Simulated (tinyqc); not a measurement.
Ellipsometry and reflectance of a transparent film on an absorbing substrate: one step of the calculation.

Air (index 1), film, substrate with N2 = n2 - i k2; time factor exp(+i w t). q_j = sqrt(N_j^2 - sin^2 th), root with positive real part. Fresnel coefficients r_s = (q_a - q_b)/(q_a + q_b), r_p = (N_b^2 q_a - N_a^2 q_b)/(N_b^2 q_a + N_a^2 q_b). tan(Psi) exp(i Delta) = R_p/R_s, Delta taken from 0 to 360 degrees.

Task. Psi, Delta and reflectances. beta = 2 pi d q1/lam, X = exp(-2 i beta), R = (r01 + r12 X)/(1 + r01 r12 X) for p and s.

Inputs (values chosen for the exercise): wavelength lam = 546.1 nm; film thickness d = 57 nm.

q1 = 2.2179771
r01,p = 0.044829860
r01,s = -0.67990683
r12,p = 0.23635326-0.00339618i
r12,s = -0.28479639+0.00366606i

Wanted: beta; X; R_p; R_s; Psi; Delta; |R_p|^2; |R_s|^2.

Result.

beta = 1.455 rad
X = -0.9731-0.2303i
R_p = -0.1878-0.0521i
R_s = -0.4982+0.0506i
Psi = 21.26 degrees
Delta = 21.31 degrees
|R_p|^2 = 0.03797
|R_s|^2 = 0.2508

The bare substrate gives Psi = 19.00 and Delta = 179.41 degrees.

tinyqc, about 0.01 s, one thread, Intel Xeon 2.30GHz (shared host): `OMP_NUM_THREADS=1 python tinyqc.py 2870105 2870106 out.jsonl`
